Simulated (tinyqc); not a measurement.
Inside a calculation. Model: hexagonal on-chip spiral inductor, lumped pi model.

Program tinyqc, `OMP_NUM_THREADS=1 python tinyqc.py 2302169 2302170 out.jsonl`; Intel Xeon 2.30GHz, shared host, one thread, about 0.01 s. Printed values are rounded.

Outer diameter do = di + 2 n wd + 2 (n - 1) sp, mean da = (do + di)/2, fill p = (do - di)/(do + di), length l = 3.464 n da. L = 2.33 mu0 n^2 da/(1 + 3.82 p), mu0 = 4 pi 1e-7 H/m. Rs = rho l/(wd delta (1 - exp(-th/delta))), delta = sqrt(rho/(pi f mu0)). Cs = n wd^2 eps0 eo/hu across the coil. At each end Cox = l wd eps0 eo/(2 ho) leads to the substrate branch Rsi = 2 rs he/(l wd) in parallel with Csi = l wd eps0 11.7/(2 he). With one end grounded Y = 1/(Rs + i w L) + i w Cs + 1/[1/(i w Cox) + 1/(1/Rsi + i w Csi)], w = 2 pi f; Q = -Im Y/Re Y. Eddy currents in neighbouring turns and in the substrate are left out.

Inputs (values chosen for the exercise); values of the order met in silicon radio-frequency processes:

| symbol | value | unit | meaning |
|---|---|---|---|
| n | 5.5 |  | number of turns |
| wd | 4 | um | line width |
| sp | 2 | um | space between turns |
| di | 140 | um | inner diameter |
| th | 0.9 | um | metal thickness |
| rho | 1.9 | uohm cm | metal resistivity |
| ho | 6.1 | um | oxide below the coil |
| hu | 0.6 | um | oxide between coil and underpass |
| eo | 3.9 |  | relative permittivity of the oxide |
| rs | 10 | ohm cm | substrate resistivity |
| he | 80 | um | effective spreading depth in the substrate |
| f | 1.2 | GHz | frequency |

Constants: eps0 = 8.8541878128e-12 F/m. Results are converted to the units shown.

## Geometry and model elements

do, l, L, delta, Rs, Cs, Cox, Rsi and Csi as defined.

do = 202 um
l = 3257.89 um
L = 8.94859 nH
delta = 2.00266 um
Rs = 21.3465 ohm
Cs = 5.06460 fF
Cox = 36.8850 fF
Rsi = 1227.79 ohm
Csi = 8.43745 fF

Rs is 1.24 times the direct-current value in this empirical form, which overstates the skin effect of a flat slab when delta is near th and so stands in for some current crowding.

## Admittance, quality factor and apparent inductance

Series branch 1/(Rs + i w L), substrate branch, total Y, Q = -Im Y/Re Y, apparent inductance Im(1/Y)/w, metal-only value w L/Rs, share of the loss in the substrate Re(substrate branch)/Re Y.

series branch = 4.2625-13.4727i mS
substrate branch = 0.080747+0.244228i mS
Y = 4.3432-13.1902i mS
Q = 3.03696
apparent inductance = 9.07153 nH
w L/Rs = 3.16075
share of the loss in the substrate = 1.85914 %

Q is 96.1 % of the metal-only value.
